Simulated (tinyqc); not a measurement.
# From lower LO mode back to fraction x of A

Model: two-mode optical phonons of a ternary alloy from two coupled oscillators. Computed by tinyqc, a small Python program. Command: `OMP_NUM_THREADS=1 python tinyqc.py 3029887 3029888 out.jsonl twomode inv`. One thread of a shared host (Intel(R) Xeon(R) Processor @ 2.30GHz), about 0.02 s of CPU time with the checks.

An alloy A(x)B(1-x)C has an A-C and a B-C bond oscillator. Each TO frequency moves linearly from the impurity mode (dilute end) to the TO of the pure crystal; each strength is proportional to the number of bonds.

Inputs (values chosen for the exercise, modelled on Al(x)Ga(1-x)As, with A-C the AlAs-like and B-C the GaAs-like bond): omega_TO of pure AC = 359.1 1/cm; omega_LO of pure AC = 403 1/cm; omega_TO of pure BC = 268.8 1/cm; omega_LO of pure BC = 294.9 1/cm; eps_inf of AC = 8.35; eps_inf of BC = 10.6; impurity mode of A in BC = 356.3 1/cm; impurity mode of B in AC = 251.4 1/cm.

Method:
- omega_1 = (impurity mode of A) + x (omega_TO,AC - impurity mode of A); omega_2 = (impurity mode of B) + (1 - x)(omega_TO,BC - impurity mode of B); eps_inf = x eps_AC + (1 - x) eps_BC; strengths W_1 = x eps_AC (omega_LO,AC^2 - omega_TO,AC^2), W_2 = (1 - x) eps_BC (omega_LO,BC^2 - omega_TO,BC^2).
- eps(omega) = eps_inf + W_1/(omega_1^2 - omega^2) + W_2/(omega_2^2 - omega^2) = 0 is the eigenproblem of the matrix [[omega_1^2 + W_1/eps_inf, sqrt(W_1 W_2)/eps_inf], [sqrt(W_1 W_2)/eps_inf, omega_2^2 + W_2/eps_inf]] for omega_LO^2.
- Uncoupled values keep the diagonal alone. eps_s = eps_inf + W_1/omega_1^2 + W_2/omega_2^2.

Problem. A run gave the result below. Find the fraction x of A, known to lie between 0.82 and 0.92.

lower LO mode = 255.3304 1/cm

Solution.

Each step takes the trial c = (a f_b - b f_a)/(f_b - f_a), f being the result less the target and a, b, c the logarithms of the listed values; c replaces end b, the old b replaces a if the sign of f changed, and otherwise f_a is halved.

Scan of the range:
```
fraction x of A  lower LO mode (1/cm)
0.820                         258.914
0.836                         258.249
0.852                         257.584
0.869                         256.876
0.885                         256.210
0.903                         255.460
0.920                         254.750
```

False position (Illinois rule, in the logarithm of the input) inside the bracket:
```
step     end a     end b     trial  lower LO mode (1/cm)
1     0.903000  0.920000  0.906076               255.331
2     0.920000  0.906076  0.906100               255.330
3     0.920000  0.906100  0.906101               255.330
4     0.906100  0.906101  0.906101               255.330
```

Lower LO mode falls at every point of a 13-point scan of the range (every second point is shown), so one value fits; it is bracketed by 0.903 and 0.920. Answer: fraction x of A = 0.9061.
